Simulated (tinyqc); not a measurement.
Input admittance of a MOSFET at zero drain bias: distributed channel and distributed gate: two steps of the calculation.

Source and drain grounded, strong inversion, w = 2 pi f, Cox = eps0 eox/tox. The channel is an RC line of resistance 1/(mu Cox Vo) per square fed from both ends, so one finger has the intrinsic admittance y = i w Cox L tanh(g)/g per width, g = (1/2) sqrt(i w tau), tau = L^2/(mu Vo). The vertical resistance rv/L is in series with y, the overlaps 2 i w Cov in parallel: y_t = 1/(1/y + rv/L) + 2 i w Cov. The gate strip is a line of Rsh/L per length loaded by y_t, so a finger has Y = y_t Wf tanh(k)/k, k = (Wf/sd) sqrt(y_t Rsh/L); the device has Nf Y.

Values chosen for this exercise; values of the order met in silicon radio-frequency transistors:

| symbol | value | unit | meaning |
|---|---|---|---|
| eox | 9.12 |  | relative permittivity of the gate insulator (close to aluminium oxide) |
| tox | 12 | nm | insulator thickness |
| L | 0.78 | um | channel length |
| Wf | 8.7 | um | finger width |
| Nf | 64 |  | number of fingers |
| mu | 210 | cm^2/(V s) | channel mobility |
| Vo | 0.51 | V | gate overdrive |
| Rsh | 5.4 | ohm/square | sheet resistance of the gate |
| rv | 3.3 | ohm um^2 | vertical resistivity of the gate stack |
| sd | 1 |  | number of ends at which a finger is contacted |
| Cov | 0.25 | fF/um | overlap and fringe capacitance on each side |
| f | 34 | GHz | frequency |

Constants: eps0 = 8.8541878128e-14 F/cm where lengths are in cm. Results are converted to the units shown.

Question 1. Low-frequency resistances and capacitance. Low-frequency limits, with c = Cox L and ct = c + 2 Cov: R_strip = Rsh Wf/(3 sd^2 L Nf), R_ch = (c/ct)^2 L/(12 mu Cox Vo Wf Nf), R_vert = (c/ct)^2 rv/(L Wf Nf), C = ct Wf Nf.

Find: parts; sum; C; 1/(2 pi R C).

Answer 1.

parts (ohm): strip 0.3137, channel 1.350, vertical 0.006334
sum = 1.670 ohm
C = 3201 fF
1/(2 pi R C) = 29.77 GHz

The channel term is the largest, 80.8 % of the sum.

Question 2. Admittance of the channel and stack per width. tau, g, c = Cox L, y and y_t as defined.

Find: tau; g; c; y; y_t.

Answer 2.

tau = 56.807 ps
g = 1.2316+1.2316i
c = 5.2488 fF/um
y = 461.05+572.28i uS/um
y_t = 461.53+676.87i uS/um

w tau = 12.1, and Im y is 0.510 of w c.

Computed by the program tinyqc: `OMP_NUM_THREADS=1 python tinyqc.py 2262077 2262078 out.jsonl`, one thread of a shared Intel Xeon 2.30GHz, about 0.01 s for the whole run.
